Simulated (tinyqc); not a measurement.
# Implanted layer, carriers, mobility and sheet resistance, step by step

Program tinyqc, `OMP_NUM_THREADS=1 python tinyqc.py 2110080 2110081 out.jsonl`; Intel Xeon 2.30GHz, shared host, one thread, about 0.01 s. Printed values are rounded.

A p-type layer from the surface x = 0 to the junction xj, N(x) = N0 exp(-(x - Rp)^2/(2 sg^2)). Local neutrality (no depletion at surface or junction, no spilling of carriers), intrinsic carriers neglected, full ionisation of active dopants.

Inputs (values chosen for the exercise); values close to those of boron in silicon over an n-type background:
- T = 300 K (temperature)
- Nb = 1.3e15 cm^-3 (background doping of the opposite type)
- N0 = 6.5e18 cm^-3 (peak chemical concentration)
- m1 = 43.3 cm^2/(V s) (mobility limit at high doping)
- m2 = 457 cm^2/(V s) (mobility limit at low doping, at 300 K)
- Nr = 2.19e17 cm^-3 (reference doping of the mobility law)
- am = 0.737 (exponent of the mobility law)
- bt = 2.5 (temperature exponent of m2)
- Ns = 2.03e20 cm^-3 (solubility limit of active dopant)
- sg = 23 nm (straggle after annealing)
- Rp = 33 nm (projected range)

Constants: q = 1.602176634e-19 C. Results are converted to the units shown.

## Junction depth and local values

xj = Rp + sg sqrt(2 ln(N0/Nb)); 11 equal steps from 0 to xj. Active dopant A = min(N, Ns); p = A - Nb; mobility mu = m1 + (m2 (T/300 K)^(-bt) - m1)/(1 + ((A + Nb)/Nr)^am).

xj = 127.927 nm

```
point   x (nm)   N (cm^-3)   A (cm^-3)  p (1e18 cm^-3)  mu (cm^2/(V s))
0        0.000  2.32217e18  2.32217e18         2.32087          105.039
1       11.630  4.22133e18  4.22133e18         4.22003          85.2823
2       23.260  5.94248e18  5.94248e18         5.94118          76.6861
3       34.889  6.47811e18  6.47811e18         6.47681          74.7857
4       46.519  5.46879e18  5.46879e18         5.46749          78.6135
5       58.149  3.57517e18  3.57517e18         3.57387          90.1299
6       69.779  1.80994e18  1.80994e18         1.80864          115.312
7       81.408  7.09571e17  7.09571e17         0.70827          165.640
8       93.038  2.15421e17  2.15421e17         0.21412          250.947
9      104.668  5.06459e16  5.06459e16         0.04935          350.586
10     116.298  9.22067e15  9.22067e15         0.00792          417.100
11     127.927      1.3e15      1.3e15         0.00000          441.816
```

The mobility runs from 74.8 to 442 cm^2/(V s).

## Sheet quantities by the trapezoid rule

Dose = integral of N, carrier sheet density = integral of p, 1/Rs = q integral of p mu, mean mobility 1/(q Rs sheet density), Hall mobility (unit Hall factor) = integral of p mu^2 over integral of p mu, Hall sheet density = (integral of p mu)^2/integral of p mu^2; all from 0 to xj.

dose = 3.4473e13 cm^-2
carrier sheet density = 3.4457e13 cm^-2
Rs = 2085.1 ohm/square
mean mobility = 86.874 cm^2/(V s)
Hall mobility = 93.977 cm^2/(V s)
Hall sheet density = 3.1852e13 cm^-2

Carriers make up 100 % of the dose. A Hall measurement weights the mobile tail, so its sheet density is 7.6 % below the true one. With 4000 steps Rs = 2077 ohm/square; the coarse value is 0.37 % above it.
